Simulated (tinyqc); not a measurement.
MOSFET in the linear regime without short-channel effects, parameter extraction from computed curves: one step of the calculation.

Inversion charge Q = Cox n Vt W0(exp((Vg - VT)/(n Vt))), W0 the Lambert function and n = nf; u = Q/Cox; mobility mu = mu0/(1 + th1 u + th2 u^2); channel resistance Rch = (L - dL)/(W mu Q); Id = Vd/(Rch + Rsd/W). Cox = eps0 eox/tox. Small Vd, no channel-length or drain effects.

Task. Transfer curve. u, mu, Rch and Id as defined.

Values chosen for this exercise; channel values of the order met in silicon transistors: temperature T = 77 K; relative permittivity of the gate insulator (close to aluminium oxide) eox = 9.06; insulator thickness tox = 16 nm; low-field mobility mu0 = 100 cm^2/(V s); first mobility attenuation factor th1 = 0.23 1/V; second mobility attenuation factor th2 = 0 1/V^2; threshold voltage VT = 0.34 V; body factor nf = 1.28; gate width W = 1 um; drawn gate length L = 1.3 um; drawn less effective length dL = 0.014 um; source plus drain resistance Rsd = 120 ohm um; drain voltage Vd = 0.025 V.

Constants: q = 1.602176634e-19 C, kB = 1.380649e-23 J/K, Vt = kB T/q, eps0 = 8.8541878128e-14 F/cm where lengths are in cm. Results are converted to the units shown.

| point | Vg (V) |
|---|---|
| 0 | 0.04 |
| 1 | 0.19 |
| 2 | 0.34 |
| 3 | 0.49 |
| 4 | 0.64 |
| 5 | 0.79 |
| 6 | 0.94 |
| 7 | 1.09 |
| 8 | 1.24 |
| 9 | 1.39 |

Wanted: u; mu; Rch; Id.

Result.

| point | u (V) | mu (cm^2/(V s)) | Rch (ohm) | Id (uA) |
|---|---|---|---|---|
| 0 | 3.880e-18 | 100.0 | 6.611e21 | 3.782e-18 |
| 1 | 1.815e-10 | 100.0 | 1.413e14 | 1.769e-10 |
| 2 | 0.004817 | 99.89 | 5.331e6 | 0.004690 |
| 3 | 0.1270 | 97.16 | 2.078e5 | 0.1202 |
| 4 | 0.2706 | 94.14 | 1.007e5 | 0.2480 |
| 5 | 0.4169 | 91.25 | 6.742e4 | 0.3702 |
| 6 | 0.5644 | 88.51 | 5.135e4 | 0.4857 |
| 7 | 0.7124 | 85.92 | 4.191e4 | 0.5949 |
| 8 | 0.8608 | 83.47 | 3.570e4 | 0.6980 |
| 9 | 1.009 | 81.16 | 3.131e4 | 0.7954 |

Numbers from tinyqc (`OMP_NUM_THREADS=1 python tinyqc.py 2210165 2210166 out.jsonl`; about 0.01 s on one thread of a shared Intel Xeon 2.30GHz).
